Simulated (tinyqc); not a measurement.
Composition against offsets: model-solid line-up of a strained alloy layer on a substrate.

All values of the alloy are linear in x but the gap, Eg(x) = (1 - x) Eg_A + x Eg_B - C x (1 - x), and the valence edge, Ev(x) = (1 - x) Ev_A + x Ev_B + fv C x (1 - x); Ec = Ev + Eg. Ev is the top of the unstrained valence band on a scale common to all materials. In the layer only the Gamma valley of the conduction band is followed, also where an X or L valley would lie lower.

Coherent growth on a (001) face: e_par = (a_s - a)/a, e_perp = -2 (C12/C11) e_par; exx = eyy = e_par, ezz = e_perp, no shear.

Strained edges: Ec + ac tr(e); the valence edges are Ev plus the levels of the 6 x 6 matrix of X, Y, Z times spin with -Dso/3 + l exx + m (eyy + ezz) on the diagonal (cyclic), n exy off it, l = av + 2 b, m = av - b, n = sqrt(3) d. Spin-orbit term (Dso/3) L.sigma on X, Y, Z with (L_k)_ij = -i epsilon_kij: <X+|H|Y+> = -i Dso/3, <X+|H|Z-> = Dso/3, <Y+|H|Z-> = -i Dso/3, <Z+|H|X-> = -Dso/3, <Z+|H|Y-> = i Dso/3, <X-|H|Y-> = i Dso/3, and their conjugates; + and - are the spin along z.

dEc = Ec(substrate) - Ec(layer), dEv = Ev(layer) - Ev(substrate); positive values confine the carrier in the layer. Type I: both of one sign; type II: opposite signs; type III: the gaps do not overlap.

Values chosen for the exercise (A near GaAs, B near InAs, substrate near InP; the results hold for these values, not for the real material):
- a = (5.661, 6.058) angstrom (lattice constant of A, B)
- Eg = (1.5, 0.412) eV (gap at Gamma to the s-like level of A, B)
- Dso = (0.341, 0.393) eV (spin-orbit splitting of A, B)
- Ev = (-0.8, -0.59) eV (top of the unstrained valence band of A, B)
- ac = (-7.1, -5.1) eV (conduction deformation potential of A, B)
- av = (1.17, 1.01) eV (valence hydrostatic potential of A, B)
- b = (-1.98, -1.8) eV (tetragonal shear potential of A, B)
- d = (-4.83, -3.6) eV (trigonal shear potential of A, B)
- C11 = (123.8, 84) GPa (of A, B)
- C12 = (57.1, 45.9) GPa (of A, B)
- C44 = (59.3, 39.3) GPa (of A, B)
- C = 0.39 eV (bowing of the gap)
- fv = 0 (share of the bowing taken by the valence edge)
- a_s = 5.866 angstrom (substrate)
- Eg_s = 1.428 eV (lowest gap of the substrate)
- Ev_s = -0.95 eV (substrate valence edge)
- face = 001 (growth face)

Each composition is strained to the same substrate.

Results:
```
x     e_par (%)  relaxed gap (eV)  strained gap (eV)  valence splitting (meV)  dEc (eV)  dEv (eV)  type
0.09       2.97             1.370              0.951                      276     0.108     0.368     I
0.22       2.05             1.194              0.922                      181     0.181     0.324     I
0.34       1.21             1.043              0.893                      101     0.244     0.291     I
0.47       0.31             0.891              0.856                       24     0.307     0.265     I
0.59      -0.50             0.764              0.780                       35     0.361     0.287     I
0.72      -1.36             0.638              0.675                       87     0.414     0.338     I
0.84      -2.14             0.534              0.584                      123     0.458     0.386     I
0.97      -2.98             0.433              0.489                      153     0.500     0.438     I
```

The alloy matches the substrate at x = 0.516, where the top valence edge changes its character and the splitting passes through zero. The strained gap runs from 0.951 to 0.489 eV, against 1.370 to 0.433 eV for the relaxed alloy: strain takes back part of the change that the composition makes. Strains above 2 % can be kept only in layers of a few nanometres. The line-up is type I throughout, with the layer as the well.

(tinyqc, `OMP_NUM_THREADS=1 python tinyqc.py 1081433 1081434 out.jsonl`, Intel(R) Xeon(R) Processor @ 2.30GHz, 1 thread, shared host, about 0.02 s.)
